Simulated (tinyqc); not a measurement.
Inside a calculation. Model: all-pass ring resonator.

Computed by the program tinyqc: `OMP_NUM_THREADS=1 python tinyqc.py 2650045 2650046 out.jsonl`, one thread of a shared Intel Xeon 2.30GHz, about 0.01 s for the whole run. Printed values are rounded.

A ring of length L = 2 pi Rr coupled to one bus waveguide: round-trip amplitude a = 10^(-al L/20), self-coupling t = sqrt(1 - k2). At detuning d from the resonance the round-trip phase is p = 2 pi d/FSR and the transmission T = (a^2 - 2 a t cos p + t^2)/(1 - 2 a t cos p + a^2 t^2). Lossless coupler, linear absorption only.

Values chosen for this exercise; values close to those of silicon waveguides:
```
symbol,value,unit,meaning
lam,1310,nm,cold resonance wavelength
Rr,5,um,ring radius
ng,4.13,,group index
al,5.3,dB/cm,propagation loss
k2,0.0012,,power coupling
dT,0.00017,1/K,thermo-optic change of the effective index
Rt,9.6,K/mW,thermal resistance
fa,0.53,,share of the loss that heats the ring
Pin,0.11,mW,input power
dl,-3.2,pm,laser detuning from the cold resonance
```

Constants: c = 299792458 m/s. Results are converted to the units shown.

## Resonance parameters

FSR = lam^2/(ng L), finesse F = pi sqrt(a t)/(1 - a t), FWHM = FSR/F, Q = lam/FWHM, Tmin = (a - t)^2/(1 - a t)^2, power build-up k2 a^2/(1 - a t)^2, optical bandwidth c/(lam Q).

a = 0.998085
t = 0.999400
FSR = 13.2264 nm
F = 1247.99
FWHM = 10.5982 pm
Q = 1.23606e5
Tmin = -5.62972 dB
build-up = 189.119
bandwidth = 1.85143 GHz

The ring is undercoupled; critical coupling needs k2 = 1 - a^2 = 0.00383.

## Iteration 1: thermal shift of the resonance

s at the start = 0 pm

T is the transmission at d = dl - s, p = 2 pi d/FSR; out = (lam dT/ng) Rt fa (1 - T) Pin; s(new) = s + 0.5 (out - s).

d = -3.2 pm
T = 0.467669
out = 16.0654 pm
s after iteration 1 = 8.03270 pm

## Iteration 2: thermal shift of the resonance

As before.

d = -11.2327 pm
T = 0.867756
out = 3.99103 pm
s after iteration 2 = 6.01186 pm

## Course of the iteration: thermal shift of the resonance

Stop when s changes by less than 1e-7 pm, or after 200 iterations.

Course of the iteration:

| iteration | s (pm) | \|change\| (pm) |
|---|---|---|
| 1 | 8.03270 | 8.03 |
| 2 | 6.01186 | 2.02 |
| 3 | 5.73144 | 0.280 |
| 4 | 5.71980 | 0.0116 |
| 5 | 5.71949 | 3.11e-4 |
| 6 | 5.71948 | 8.10e-6 |
| 7 | 5.71948 | 2.11e-7 |
| 8 | 5.71948 | 5.49e-9 |

Converged in 8 iterations. At the end each change is about 0.026 times the one before: linear convergence. The equation has 1 root(s).
